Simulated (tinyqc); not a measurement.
# Frequency dispersion of an accumulation capacitance by border traps, distributed model: effect of the density of border traps

Traps spread evenly through the insulator exchange electrons with the semiconductor by tunnelling, with tau(x) = t0 exp(2 ka x) at depth x from the interface. The admittance per area Y seen at depth x obeys dY/dx = -Y^2/(i w eps0 eox) + q Nb ln(1 + i w tau)/tau, with Y(0) = i w Cs and w = 2 pi f; the gate sees Y(tox) = G + i w C. Working variable y = Y/(i w), in uF/cm^2. Cox = eps0 eox/tox.

Cox; trap-free value 1/(1/Cox + 1/Cs); response depth d = ln(1/(w t0))/(2 ka), where w tau = 1; lumped estimate: all traps within d act as C_bt = q Nb d placed at d/2, so C = 1/{1/[1/(1/Cs + d/(2 eps0 eox)) + C_bt] + (tox - d/2)/(eps0 eox)}. C and G from a fine integration; dispersion -d C/d log10 f over C, from f times and over 1.1. For a broad spread of time constants G/w is close to -(pi/2) dC/d ln w.

Parameters, values chosen for the exercise; permittivity close to that of aluminium oxide:

| symbol | value | unit | meaning |
|---|---|---|---|
| eox | 8.81 |  | relative permittivity of the insulator |
| tox | 7.1 | nm | insulator thickness |
| Cs | 0.53 | uF/cm^2 | semiconductor capacitance in accumulation |
| ka | 4.1 | 1/nm | decay constant of the wave function in the insulator |
| t0 | 1e-10 | s | time constant of a trap at the interface |
| f | 1e5 | Hz | frequency |

Constants: q = 1.602176634e-19 C, eps0 = 8.8541878128e-14 F/cm where lengths are in cm. Results are converted to the units shown.

The same in every row: d (nm) = 1.180; trap-free C (uF/cm^2) = 0.3575.

Effect of the density of border traps:

| Nb (cm^-3 eV^-1) | C (uF/cm^2) | G/w (uF/cm^2) | dispersion (% a decade) | -(pi/2) dC/d ln w (uF/cm^2) | lumped C (uF/cm^2) |
|---|---|---|---|---|---|
| 1e18 | 0.3678 | 0.001621 | 0.6460 | 0.001621 | 0.3667 |
| 2e18 | 0.3778 | 0.003176 | 1.232 | 0.003176 | 0.3757 |
| 6e18 | 0.4158 | 0.008798 | 3.101 | 0.008795 | 0.4099 |
| 1e19 | 0.4507 | 0.01359 | 4.417 | 0.01358 | 0.4413 |
| 3e19 | 0.5899 | 0.02917 | 7.230 | 0.02910 | 0.5671 |
| 7e19 | 0.7626 | 0.04083 | 7.801 | 0.04059 | 0.7246 |
| 2e20 | 0.9928 | 0.04392 | 6.413 | 0.04343 | 0.9366 |
| 4e20 | 1.110 | 0.04110 | 5.367 | 0.04063 | 1.043 |

As Nb goes from 1e18 to 4e20, C rises from 0.368 to 1.11 uF/cm^2, the dispersion goes from 0.646 through a maximum of 7.80 (at Nb = 7e19 among the rows listed) to 5.37 % a decade and G/w goes from 0.00162 through a maximum of 0.0439 (at Nb = 2e20 among the rows listed) to 0.0411 uF/cm^2. The lumped estimate is 0.29 % below C in the first row and 6.0 % below it in the last. The dispersion goes as Nb^(0.93) between the first two rows and Nb^(-0.26) between the last two: dense traps near the interface screen those behind them.

Numbers from tinyqc (`OMP_NUM_THREADS=1 python tinyqc.py 2202179 2202180 out.jsonl`; about 0.5 s on one thread of a shared Intel Xeon 2.30GHz).
